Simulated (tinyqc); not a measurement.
Width of the inclusion: polytypes by hexagonality, and a cubic inclusion as a quantum well.

Gap: E3 + (Es - E3) h/hs for h up to hs, then linear from Es to E2 at h = 1. Valence top Ev2 h and polarisation P2 h, both counted from 3C; Ec = Ev + gap.

A cubic inclusion of width L = N d in the host (h = 0.5) is a well of depth V = Ec(host) - Ec(3C). Square well with mass mismatch: k tan(k L/2) = (m_w/m_b) q, k = sqrt(m_w E/c), q = sqrt(m_b (V - E)/c), c = hbar^2/2m0, lowest root. The depth of the level, V - E, is its binding, and the transition to the valence top of the host is gap(host) - (V - E). The step in polarisation gives a field |F| = |P|/(eps eps0) in a thin inclusion, eps0 = 8.8541878e-12 F/m.

Constants: hbar^2/2m0 = 3.80998211 eV angstrom^2.

Inputs chosen for the exercise (of the order of those of SiC; the results hold for these values, not for the real material):
```
symbol  value           unit      meaning
E3      2.372           eV        gap of the cubic polytype
E2      3.361           eV        gap of 2H
Ev2     0.15            eV        valence top of 2H above that of 3C
P2      -0.0506         C/m^2     spontaneous polarisation of 2H
Es      3.297           eV        gap at the hexagonality hs
hs      0.5                       hexagonality up to which the first line holds
m       (0.313, 0.323)  m0        electron mass along c in the cubic layer and in the host
d       2.518           angstrom  thickness of a double layer
eps     10.3                      dielectric constant
```

Without the field: square well. With it, the potential inside is |F| (z - L/2), the host conduction edge lies at V - |F| L/2 on one side and V + |F| L/2 on the other, and the lowest level E_F is found by finite differences (step 0.25 angstrom, wide box, good to about 1 meV). Holes sit in the host on the high side, so the transition is gap(host) - V + E_F - |F| L/2. A dash: bound by less than 2 meV or not at all.

Results:
```
N   L (angstrom)  depth (eV)  transition (eV)  depth below the low side, with field (eV)  transition with field (eV)
1           2.52       0.114            3.183                                      0.082                       3.145
2           5.04       0.321            2.976                                      0.255                       2.902
3           7.55       0.493            2.804                                      0.394                       2.693
4          10.07       0.616            2.681                                      0.485                       2.532
6          15.11       0.763            2.534                                      0.574                       2.304
8          20.14       0.840            2.457                                      0.602                       2.136
12         30.22       0.914            2.383                                      0.612                       1.847
```

The square well binds a level even at N = 1 (114 meV), as any symmetric one-dimensional well does; the depth grows to 914 of 1000 meV, and the transition tends to E3 - Ev(host) = 2.297 eV. With the field the level is bound by 2 meV or more for N = 1, 2, 3, 4, 6, 8 and 12, and the transition is lowered by 38 meV at N = 1 and 536 meV at N = 12, where |F| L/2 = 419 meV. Free carriers or surface charge screen the field and the step between the two sides, and the attraction to the hole, left out here, binds the electron further.

Program tinyqc; command `OMP_NUM_THREADS=1 python tinyqc.py 1850083 1850084 out.jsonl`; about 0.05 s on one thread of a shared Intel(R) Xeon(R) Processor @ 2.30GHz.
